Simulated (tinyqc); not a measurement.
Inside a calculation. Model: bandgap voltage reference from two bipolar transistors.

tinyqc, about 0.03 s, one thread, Intel Xeon 2.30GHz (shared host): `OMP_NUM_THREADS=1 python tinyqc.py 2062124 2062125 out.jsonl` Printed values are rounded.

Two transistors of area 1 and N carry the same current I. Is(T) = Is (T/T0)^eta exp[(Vg0 q/kB)(1/T0 - 1/T)], VBE1 = Vt ln(I/Is(T)) + I rb, VBE2 = Vt ln(I/(N Is(T))) + I rb/N. The amplifier forces I R1(T) = VBE1 - VBE2 + Vos, with R(T) = R (1 + tc (T - T0)) for both resistors, and the output is Vref = VBE1 + I R2(T). Base currents and the Early effect are neglected.

Parameters, values chosen for the exercise; values of the order met in silicon bipolar transistors: reference temperature T0 = 298 K; band-gap voltage extrapolated to 0 K Vg0 = 1.183 V; temperature exponent of the saturation current eta = 4; saturation current of the unit transistor at T0 Is = 3.7e-18 A; area ratio of the second transistor N = 8; resistor across which the difference of VBE falls, at T0 R1 = 29 kohm; temperature coefficient of both resistors tc = 0 ppm/K; offset of the amplifier Vos = 0.3 mV; series resistance of the unit transistor rb = 13 ohm; output resistor at T0 R2 = 303.9 kohm; temperature T = 233 K.

Constants: q = 1.602176634e-19 C, kB = 1.380649e-23 J/K. Results are converted to the units shown.

## Operating point at the reference temperature

Vt = kB T/q; I = (Vt ln N + Vos)/(R1(T) - rb (1 - 1/N)). Evaluate at T = T0.

Vt = 0.02567965 V
I = 1.852428 uA
Is(T) = 3.7e-18 A
VBE1 = 0.6918130 V
I R2 = 0.5629528 V
Vref = 1.254766 V

## Operating point at another temperature

Vt = kB T/q; I = (Vt ln N + Vos)/(R1(T) - rb (1 - 1/N)).

Vt = 0.02007839 V
I = 1.450632 uA
Is(T) = 3.626060e-24 A
VBE1 = 0.8138036 V
I R2 = 0.4408471 V
Vref = 1.254651 V

From T0 to T, VBE1 changes by 122 mV and I R2 by -122 mV, which leaves -0.115 mV in Vref.

## Resistor for zero slope at T0, ideal case

With tc = 0, Vos = 0 and rb = 0 the current is proportional to T, dVBE/dT = (VBE - Vg0 - (eta - 1) Vt)/T, and Vref has zero slope at T0 when Vref = Vg0 + (eta - 1) Vt0. Find VBE1, its slope, that Vref, R2/R1 and the curvature d2Vref/dT2 = -(eta - 1) kB/(q T0).

VBE1 = 0.6916350 V
dVBE/dT = -1.907396 mV/K
Vref = 1.260039 V
R2/R1 = 10.64440
curvature = -0.8675168 uV/K^2
